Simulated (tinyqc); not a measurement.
# Deep-level transient spectroscopy (DLTS) of one majority-carrier trap, step by step

A worked calculation. Computed by tinyqc, a small Python program that keeps every step. Command: `OMP_NUM_THREADS=1 python tinyqc.py 3011597 3011598 out.jsonl dlts walk`. One thread of a shared host (Intel(R) Xeon(R) Processor @ 2.30GHz), about 0.08 s of CPU time with the checks. Intermediate numbers are printed to about 6 digits and carried at full precision; extremes and crossings named in words are read from the listed rows.

A filling pulse loads the traps in a one-sided junction; under reverse bias they empty at the rate e, and the capacitance relaxes as C(t) = C_0 - dC exp(-e t). The signal is S = [C(t_2) - C(t_1)]/dC.

Inputs (values chosen for the exercise, with mass and screening modelled on silicon): density-of-states mass m = 0.829 m_0; valleys M = 1; trap depth E_t = 0.399 eV; cross-section sigma_0 = 1.2e-17 cm^2; degeneracy ratio g = 1; gate time t_1 = 0.02 s; ratio t_2/t_1 = 5; temperature T = 216 K; doping N = 4.8e+14 cm^-3; trap density N_t = 1.5e+12 cm^-3; dielectric constant eps = 11.8; built-in voltage V_b = 0.5 V; reverse bias V_r = 5.8 V; diode area = 0.0078 cm^2; mean field F = 15000 V/cm.

Carriers: holes. Extra term: Poole-Frenkel lowering.

Constants: k_B = 8.617333262e-05 eV/K; k_B = 1.380649e-23 J/K; m_0 = 9.1093837015e-31 kg; h = 6.62607015e-34 J s; e = 1.602176634e-19 C; eps_0 = 8.8541878128e-12 F/m.

## Emission rate at T

e = g sigma v N_b exp(-E/k_B T), v = sqrt(3 k_B T/m), N_b = 2 M (2 pi m k_B T/h^2)^(3/2), sigma = sigma_0, E = E_t - dE with the one-dimensional Poole-Frenkel lowering dE = sqrt(e^3 F/(pi eps eps_0)), F being held as an input apart from the bias (the centre is charged when empty).

thermal velocity v = 1.08845e+07 cm/s

N_b = 1.15718e+19 cm^-3

sigma = 1.20e-17 cm^2

E = 0.371941 eV

emission rate e = 3.17065 1/s

## Rate window and signal

S(e) = exp(-e t_1) - exp(-e t_2) peaks at the rate window e_0 = ln(t_2/t_1)/(t_2 - t_1).

rate window e_0 = 20.1180 1/s

peak height S_max = 0.534992

signal at T = 0.210272

At this T the trap empties slower than the window, by a factor 6.35: the point lies on the low-temperature side of the peak.

## Peak temperature and width

T_p solves e(T) = e_0 (bisection between 15 and 1500 K); the half-height points solve S = S_max/2 on either side.

peak temperature T_p = 235.734 K

lower half-height point = 219.055 K

upper half-height point = 250.269 K

full width = 31.2149 K

The width is 13.2 % of T_p, and E_t is 19.6 k_B T_p.

## Peaks for six windows

t_1 is scaled by 0.1, 0.3, 1, 3, 10 and 30 at fixed t_2/t_1; each T_p by bisection.

Arrhenius data:
```
t_1 (s)  e_0 (1/s)  T_p (K)  1/(k_B T_p) (1/eV)  ln(e_0/T_p^2)
0.002      201.180  265.675             43.6793        -5.8604
0.006       67.060  250.542             46.3177        -6.8417
0.020       20.118  235.734             49.2271        -7.9238
0.060        6.706  223.608             51.8968        -8.9168
0.200        2.012  211.617             54.8374       -10.0105
0.600        0.671  201.701             57.5331       -11.0132
```

## Arrhenius fit

Least squares of ln(e_0/T_p^2) on 1/(k_B T_p): slope -E_a, intercept ln(gamma sigma_a) with gamma = v N_b/T^2 = sqrt(3 k_B/m) 2 M (2 pi m k_B/h^2)^(3/2). For comparison, the slope of ln e_0 alone.

apparent depth E_a = 0.371941 eV

intercept = 10.3858

gamma = 2.69962e+21 cm^-2 s^-1 K^-2

apparent cross-section = 1.20000e-17 cm^2

slope without T^2 = 0.411664 eV

The apparent depth is 0.3719 eV against E_t = 0.399 eV, and the apparent cross-section is 1.00 times sigma_0: the field lowers the slope, so the depth must be extrapolated to zero field against sqrt(F). Leaving out the T^2 factor overstates the slope by 40 meV, about 2 k_B T_p.

## Signal size and trap density

W = sqrt(2 eps eps_0 (V_b + V_r)/(e N)), C_0 = eps eps_0 area/W. The pulse goes to zero bias, W_0 = W(V_r = 0). Traps within lambda = sqrt(2 eps eps_0 (E_t - E_F)/(e^2 N)) of the depletion edge stay filled, with E_F = k_B T_p ln(N_b/N) from the band, N_b = 2 M (2 pi m k_B T_p/h^2)^(3/2) (dopants taken as fully ionised). dC = C_0 (N_t/2N) f, f = [(W - lambda)^2 - max(W_0 - lambda, 0)^2]/W^2. The simple estimate is 2 N dC/C_0.

depletion width W = 4.13737 micrometre

C_0 = 19.6970 pF

lambda = 0.721077 micrometre

f = 0.670265

transient amplitude dC = 20.6285 fF

simple estimate of N_t = 1.00540e+12 cm^-3

The simple estimate finds 67 % of the traps.

Checks made by the program: the maximum of S(T) on a fine grid against T_p (relative difference below 1e-10).
